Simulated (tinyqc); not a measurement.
# Carrier lifetime of an n-type layer with SRH, radiative, Auger and surface recombination: effects of single changes

Uniform excess density dn = dp (no trapping), n = n0 + dn, p = p0 + dn, Boltzmann statistics, full ionisation. Surfaces enter as a rate 2 S dn/d, which holds while diffusion to them is fast.

Parameters, values chosen for the exercise; band and dielectric values those of a made-up semiconductor: temperature T = 350 K; band gap Eg = 3.58 eV; conduction-band density of states at T Nc = 2.71e18 cm^-3; valence-band density of states at T Nv = 4.62e19 cm^-3; radiative coefficient B = 1.19e-10 cm^3/s; donor density N = 1.2e15 cm^-3; Auger coefficient (two electrons) Cn = 4.7e-31 cm^6/s; Auger coefficient (two holes) Cp = 2.9e-31 cm^6/s; trap density Nt = 8.4e13 cm^-3; capture cross-section for electrons sn = 4e-14 cm^2; capture cross-section for holes sp = 4e-15 cm^2; thermal velocity (both carriers) vth = 2.1e7 cm/s; trap level below the conduction band Et = 0.5 eV; surface recombination velocity (both faces) S = 0 cm/s; sample thickness d = 20 um.

Constants: q = 1.602176634e-19 C, kB = 1.380649e-23 J/K, Vt = kB T/q. Results are converted to the units shown.

Each table varies one quantity; the others keep the values above.

## Lifetime against injection

ni = sqrt(Nc Nv) exp(-Eg/(2 Vt)), Eg in volts; majority density N/2 + sqrt(N^2/4 + ni^2), n0 p0 = ni^2; n1 = Nc exp(-Et/Vt), p1 = Nv exp((Et - Eg)/Vt); tn0 = 1/(sn vth Nt), tp0 = 1/(sp vth Nt). With e = n p - ni^2 = dn (n0 + p0 + dn): U_SRH = e/(tp0 (n + n1) + tn0 (p + p1)), U_rad = B e, U_Aug = (Cn n + Cp p) e, U_s = 2 S dn/d. Each tau is dn over its rate; tau = dn/U with U the sum.

Result of one run:
```
dn (cm^-3)	tau_SRH (s)	tau_rad (s)	tau_Aug (s)	tau (s)	radiative share (%)	largest path
1e15	1.482e-7	3.820e-6	0.3433	1.426e-7	3.734	SRH
```

What becomes of these results when the excess density dn is changed from 1e15 to 1e14 cm^-3, all else the same?

Result of the changed run:
```
dn (cm^-3)	tau_SRH (s)	tau_rad (s)	tau_Aug (s)	tau (s)	radiative share (%)	largest path
1e14	1.428e-7	6.464e-6	1.202	1.397e-7	2.162	SRH
```

The whole series:
```
dn (cm^-3)	tau_SRH (s)	tau_rad (s)	tau_Aug (s)	tau (s)	radiative share (%)	largest path
1e11	1.417e-7	7.002e-6	1.477	1.389e-7	1.984	SRH
1e12	1.418e-7	6.997e-6	1.474	1.389e-7	1.986	SRH
1e13	1.419e-7	6.945e-6	1.446	1.390e-7	2.002	SRH
1e14	1.428e-7	6.464e-6	1.202	1.397e-7	2.162	SRH
1e15	1.482e-7	3.820e-6	0.3433	1.426e-7	3.734	SRH
1e16	1.544e-7	7.503e-7	0.01094	1.280e-7	17.06	SRH
1e17	1.557e-7	8.304e-8	1.291e-4	5.414e-8	65.19	radiative
1e18	1.559e-7	8.393e-9	1.313e-6	7.916e-9	94.32	radiative
1e19	1.559e-7	8.402e-10	1.316e-8	7.858e-10	93.52	radiative
```

SRH recombination leads at dn = 1e11, radiative from 1e17 on. The total lifetime goes from 1.39e-7 through a maximum of 1.43e-7 (at dn = 1e15 among the rows listed) to 7.86e-10 s. tau_SRH goes from 1.42e-7 s (low-injection limit 1.42e-7 s) to 1.56e-7 s (high-injection limit tn0 + tp0 = 1.56e-7 s). Between the last two rows tau_rad goes as dn^(-1.00) and tau_Aug as dn^(-2.00); the radiative share goes from 1.98 through a maximum of 94.3 (at dn = 1e18 among the rows listed) to 93.5 %. For dn = 1e18, 1e19 the carriers are degenerate, where B and the Auger coefficients no longer stay constant.

## Effect of the donor density at dn = 2e13 cm^-3

Same model as above.

Here dn = 2e13 cm^-3.

Effect of the donor density at dn = 2e13 cm^-3:
```
N (cm^-3)	tau_SRH (s)	tau_rad (s)	tau_Aug (s)	tau (s)	radiative share (%)	largest path
1e14	1.443e-7	7.003e-5	134.0	1.440e-7	0.2056	SRH
3e14	1.427e-7	2.626e-5	20.01	1.419e-7	0.5404	SRH
1e15	1.420e-7	8.239e-6	2.021	1.396e-7	1.695	SRH
4e15	1.418e-7	2.090e-6	0.1313	1.328e-7	6.352	SRH
1e16	1.418e-7	8.387e-7	0.02117	1.213e-7	14.46	SRH
4e16	1.417e-7	2.100e-7	0.001328	8.461e-8	40.30	SRH
1e17	1.417e-7	8.402e-8	2.127e-4	5.273e-8	62.77	radiative
4e17	1.417e-7	2.101e-8	1.330e-5	1.827e-8	86.97	radiative
```

SRH recombination leads at N = 1e14, radiative from 1e17 on. tau_SRH falls from 1.44e-7 to 1.42e-7 s and the total lifetime falls from 1.44e-7 to 1.83e-8 s. Between the last two rows tau_rad goes as N^(-1.00) and tau_Aug as N^(-2.00).

Computed by the program tinyqc: `OMP_NUM_THREADS=1 python tinyqc.py 2300120 2300121 out.jsonl`, one thread of a shared Intel Xeon 2.30GHz, about 0.01 s for the whole run.
